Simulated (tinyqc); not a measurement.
# Bandgap voltage reference from two bipolar transistors, step by step

Computed by the program tinyqc: `OMP_NUM_THREADS=1 python tinyqc.py 2062196 2062197 out.jsonl`, one thread of a shared Intel Xeon 2.30GHz, about 0.02 s for the whole run. Printed values are rounded.

Two transistors of area 1 and N carry the same current I. Is(T) = Is (T/T0)^eta exp[(Vg0 q/kB)(1/T0 - 1/T)], VBE1 = Vt ln(I/Is(T)) + I rb, VBE2 = Vt ln(I/(N Is(T))) + I rb/N. The amplifier forces I R1(T) = VBE1 - VBE2 + Vos, with R(T) = R (1 + tc (T - T0)) for both resistors, and the output is Vref = VBE1 + I R2(T). Base currents and the Early effect are neglected.

Values chosen for this exercise; values of the order met in silicon bipolar transistors:

| symbol | value | unit | meaning |
|---|---|---|---|
| T0 | 298 | K | reference temperature |
| Vg0 | 1.148 | V | band-gap voltage extrapolated to 0 K |
| eta | 3.1 |  | temperature exponent of the saturation current |
| Is | 1.2e-17 | A | saturation current of the unit transistor at T0 |
| N | 24 |  | area ratio of the second transistor |
| R1 | 12 | kohm | resistor across which the difference of VBE falls, at T0 |
| tc | 0 | ppm/K | temperature coefficient of both resistors |
| Vos | -0.2 | mV | offset of the amplifier |
| rb | 25 | ohm | series resistance of the unit transistor |
| R2 | 72.13 | kohm | output resistor at T0 |
| T | 233 | K | temperature |

Constants: q = 1.602176634e-19 C, kB = 1.380649e-23 J/K. Results are converted to the units shown.

## Operating point at the reference temperature

Vt = kB T/q; I = (Vt ln N + Vos)/(R1(T) - rb (1 - 1/N)). Evaluate at T = T0.

Vt = 0.0256797 V
I = 6.79785 uA
Is(T) = 1.2e-17 A
VBE1 = 0.695131 V
I R2 = 0.490329 V
Vref = 1.18546 V

## Operating point at another temperature

Vt = kB T/q; I = (Vt ln N + Vos)/(R1(T) - rb (1 - 1/N)).

Vt = 0.0200784 V
I = 5.31145 uA
Is(T) = 2.14643e-23 A
VBE1 = 0.804272 V
I R2 = 0.383115 V
Vref = 1.18739 V

From T0 to T, VBE1 changes by 109 mV and I R2 by -107 mV, which leaves 1.93 mV in Vref.

## Resistor for zero slope at T0, ideal case

With tc = 0, Vos = 0 and rb = 0 the current is proportional to T, dVBE/dT = (VBE - Vg0 - (eta - 1) Vt)/T, and Vref has zero slope at T0 when Vref = Vg0 + (eta - 1) Vt0. Find VBE1, its slope, that Vref, R2/R1 and the curvature d2Vref/dT2 = -(eta - 1) kB/(q T0).

VBE1 = 0.694973 V
dVBE/dT = -1.70119 mV/K
Vref = 1.20193 V
R2/R1 = 6.21181
curvature = -0.607262 uV/K^2
